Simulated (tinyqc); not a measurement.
Rutherford backscattering from a thin compound film on silicon: kinematics, yields, composition and thickness: one step, computed by the program tinyqc.

Singly charged helium ions (Z1 = 2, M1 = 4.0026 u) enter at the tilt angle a1 to the normal and leave at a2 = |180 - theta - tilt| in the same plane. The film is A B_x.

Task: Yields. Rutherford cross section in the laboratory frame: sigma = (Z1 Z e^2/(4 pi eps_0 4E))^2 (4/sin^4 theta) (r + cos theta)^2/r, r = sqrt(1 - (M1 sin theta/M)^2), times the screening factor 1 - 0.049 Z1 Z^(4/3)/E (E in keV); 1 angstrom^2 = 1e8 barn. Counts = (charge/e) x solid angle x sigma(E_mean) x areal density of the element/cos a1, E_mean = E0 - half the energy lost on the way in; 1 barn = 1e-24 cm^2. The ratio of areas returns x = (Y_B/Y_A)(sigma_A/sigma_B), with the counting error sqrt(1/Y_A + 1/Y_B).

Inputs (values chosen for the exercise, modelled on a helium beam on NiSi): beam energy E0 = 1.7 MeV; scattering angle theta = 160 degrees; tilt of the sample = 7 degrees; heavy element: Z_A = 28; heavy element: mass M_A = 58.7 u; light element: Z_B = 14; light element: mass M_B = 28.09 u; atoms of B per atom of A, x = 1.05; collected charge = 18 microcoulomb; detector solid angle = 1.1 msr.

energy lost on the way in = 58.98726 keV

areal density N d = 900.9 1e15 atoms/cm^2

Constants: e^2/(4 pi eps_0) = 14.39964548 eV angstrom; e = 1.602176634e-19 C.

Give: cross sections; counts; ratio of areas Y_B/Y_A; counting error of x without background.

Result:

cross sections (barn/sr): A 1.527, B 0.372

counts: A 83561, B 21354

ratio of areas Y_B/Y_A = 0.2556

counting error of x without background = 0.7668 %

The cross sections differ by 4.1, near (Z_A/Z_B)^2 = 4.0. The silicon signal of the film runs into that of the substrate and appears as a step, not a peak. Caution: the silicon signal of the film merges with that of the substrate, so only the width of A can be read directly. Caution: film and substrate silicon overlap, so Y_B must be separated by a fit.
